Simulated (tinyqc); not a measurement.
Free-carrier absorption and index change in the near infrared: free-carrier optics of a doped semiconductor (Drude model with one polar phonon).

eps(E) = ei [1 - Ep^2/(E^2 + i E Gam)] + (es - ei) wT^2/(wT^2 - E^2 - i E gT), with Ep^2 = 8 pi c (e^2/(4 pi eps0)) N/(m ei), c = hbar^2/2m0, N in 1/angstrom^3 (1e-24 per 1/cm^3); Gam = hbar/tau, tau = mu m m0/e with m0/e = 5.685630e-12 kg/C and mu in m^2/(V s). Energies in meV.

n + i k = sqrt(eps1 + i eps2) with k >= 0; R = ((n - 1)^2 + k^2)/((n + 1)^2 + k^2) at normal incidence from vacuum; alpha = 2 E k/(hbar c), times 1e8 for 1/cm; loss function Im(-1/eps) = eps2/(eps1^2 + eps2^2).

Constants: hbar^2/2m0 = 3.80998211 eV angstrom^2; e^2/(4 pi eps0) = 14.39964547 eV angstrom; hbar = 6.58211957e-16 eV s; hbar c = 1973.269805 eV angstrom.

Values chosen for the exercise (mass and dielectric values near those of GaN; N and mu are free inputs; interband absorption and the rise of the mass with filling are left out; shifted at random, so the results belong to these values and not to a real crystal): N = 3.8e+17 1/cm^3 (carrier density); m = 0.195 m0 (conductivity mass); mu = 180 cm^2/(V s) (mobility); ei = 5.46 (high-frequency dielectric constant).

At the wavelengths listed E = hc/lambda (hc = 1239.841984 eV nm). Approximate forms: alpha = ei Ep^2 Gam/(E^2 sqrt(ei) hbar c) and dn = -sqrt(ei) Ep^2/(2 E^2). The phonon term is left out here.

Free carriers:
```
lambda (micrometre)  E (meV)  alpha (1/cm)  alpha, approximate         dn  dn, approximate
1.31                   946.4          2.14                2.15  -0.000641        -0.000642
1.55                   799.9          3.00                3.00  -0.000897        -0.000899
2.00                   619.9          4.99                5.00   -0.00149         -0.00150
3.00                   413.3          11.2                11.3   -0.00335         -0.00337
8.00                   155.0          77.3                80.0    -0.0230          -0.0239
10.60                  117.0           132                 140    -0.0392          -0.0420
```

Give the missing row, lambda (micrometre) = 5.00.

Computed row:
```
lambda (micrometre)  E (meV)  alpha (1/cm)  alpha, approximate        dn  dn, approximate
5.00                   248.0          30.8                31.3  -0.00921         -0.00935
```

At 1.55 micrometre alpha = 3 1/cm and dn = -0.000897; a phase shift of pi needs a length lambda/(2 |dn|) = 864 micrometre, over which the loss is 1.13 dB. The approximate alpha is within 5 % up to 8 micrometre of the wavelengths listed; it needs photon energies well above both Ep and Gam, which lie at 55.9 and 37.6 micrometre. Interband and intervalley absorption are left out.

Run: tinyqc, `OMP_NUM_THREADS=1 python tinyqc.py 1681696 1681697 out.jsonl`; Intel(R) Xeon(R) Processor @ 2.30GHz, one thread, shared host; about 0.01 s of CPU time with all checks.
